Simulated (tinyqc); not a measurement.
Permeation of metal atoms or ions through a thin barrier or dielectric: time lag, field-aided drift and lifetime: one step, computed by the program tinyqc.

The film 0 < x < d is empty at first; C = C0 at x = 0 and C = 0 at x = d. dC/dt = D d2C/dx2 - v dC/dx with drift v = D z e V/(k_B T d) (uniform field, no space charge).

Task: Time to the critical dose. Steady flux J = (D C0/d) P/(1 - exp(-P)); time lag in units of d^2/D: s_L = [P (1 + exp(-P))/(1 - exp(-P)) - 2]/P^2 (P = 0: J = D C0/d, s_L = 1/6). Dose through the film Q(s) = C0 d {f (s - s_L) - 2 exp(P/2) sum_(n=1..200) (-1)^n n^2 pi^2 exp(-l_n s)/l_n^2}, l_n = n^2 pi^2 + P^2/4, f = P/(1 - exp(-P)) the relative flux. Temperatures in kelvin are T(C) + 273.15. Solve Q = Q_c for s. At the use temperature D and P take T_u, with the same C0 and V; 1 year = 3.15576e7 s.

Inputs (values chosen for the exercise, for a model case: singly charged ions through a dielectric):

| quantity | value | unit |
|---|---|---|
| thickness d | 85 | nm |
| prefactor D0 | 2.4e-09 | cm^2/s |
| activation energy E | 0.789 | eV |
| concentration at the source side C0 | 4.5e+13 | 1/cm^3 |
| charge number z | 1 | - |
| voltage V (positive drives ions across) | 0.063 | V |
| critical dose Q_c | 7e+08 | 1/cm^2 |
| test temperature T | 275 | C |
| use temperature T_u | 100 | C |

Peclet number P = 1.333731

time scale d^2/D = 540527.7 s

Constants: k_B = 8.617333262e-05 eV/K.

Give: s at the critical dose; failure time at T; failure time at T_u.

Result:

s at the critical dose = 1.173

failure time at T = 6.338e+05 s

failure time at T_u = 41.47 years

Caution: grain boundaries, pinholes, trapping and space charge are left out; thin real barriers usually fail at defects.
